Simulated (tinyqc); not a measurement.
Inside a calculation: mean-field antiferromagnet of the Hubbard model on the simple cubic lattice. Values are carried at full precision from step to step, so a last printed digit may differ when a step is redone from the rounded ones.

e(k) = -2 t (cx + cy + cz) - 4 t2 (cx cy + cy cz + cz cx), ci = cos ki; one electron a site; Q = (pi, pi, pi). <n_up - n_dn> = m cos(Q.R) gives Delta = U m/2 and bands E = e+ -/+ sqrt(e-^2 + Delta^2), e+- = (e(k) +- e(k + Q))/2 (the constant U/2 is dropped). Means run over the mesh k_i = 2 pi (j + 1/2)/N of the whole zone: mu from mean(f(E-) + f(E+)) = 1; m(out) = mean of Delta (f(E-) - f(E+))/sqrt(e-^2 + Delta^2); free energy per site F = -kT mean[ln(1 + exp(-(E- - mu)/kT)) + ln(1 + exp(-(E+ - mu)/kT))] + mu + U m^2/4.

Constants: kB = 8.617333262e-05 eV/K.

Parameters, chosen for this exercise:
- t = 0.86 eV (nearest hopping)
- t2 = 0 eV (second hopping)
- N = 4 (mesh)
- U = 7.65 eV (on-site repulsion)
- m0 = 0.8 (starting staggered moment)
- T = 600 K

## Folded levels on the mesh

Collect the points with equal |e-| and e+.

Classes of points:
```
|e-| (eV)  e+ (eV)  points
1.2162      0.0000      48
3.6487      0.0000      16
```

## One mean-field step

From m = m0 form Delta, the two bands of each class and m(out).

Delta = 3.0600 eV

E-, E+ and Delta/sqrt(e-^2 + Delta^2) of each class:
```
|e-| (eV)  E- (eV)  E+ (eV)  Delta/sqrt(e-^2 + Delta^2)
1.2162     -3.2928   3.2928                      0.9293
3.6487     -4.7620   4.7620                      0.6426
```

m(out) = 0.8576

m(out) is above m0, so the next step starts from a larger moment.

## Self-consistency

Repeat with m = m(out) until |m(out) - m| < 1e-8; F(0) is the free energy at m = 0.

Iterations:
```
step         m  Delta (eV)    m(out)     F (eV)
1     0.800000     3.06000  0.857614  -2.436124
2     0.857614     3.28037  0.870367  -2.443909
3     0.870367     3.32916  0.872968  -2.444284
4     0.872968     3.33910  0.873489  -2.444300
5     0.873489     3.34109  0.873593  -2.444300
6     0.873593     3.34149  0.873614  -2.444300
7     0.873614     3.34157  0.873618  -2.444300
8     0.873618     3.34159  0.873618  -2.444300
9     0.873618     3.34159  0.873619  -2.444300
10    0.873619     3.34159  0.873619  -2.444300
11    0.873619     3.34159  0.873619  -2.444300
```

m = 0.8736
Delta = 3.3416 eV
lowest E+ minus highest E- on the mesh = 7.1121 eV
F - F(0) = -619.96 meV

Converged in 11 steps. The ordered state lies 619.96 meV a site below the paramagnet and is an insulator on this mesh. A mesh of N = 16 gives m = 0.876 and F - F(0) = -713.8 meV.

## Checks

- Energy gain at U = 400 t against the exchange limit -z t^2/U a site (z neighbours), counted from -U/4 (eV): both -0.0129.

Run: tinyqc, `OMP_NUM_THREADS=1 python tinyqc.py 1681974 1681975 out.jsonl`; Intel(R) Xeon(R) Processor @ 2.30GHz, one thread, shared host; about 0.09 s of CPU time with all checks.
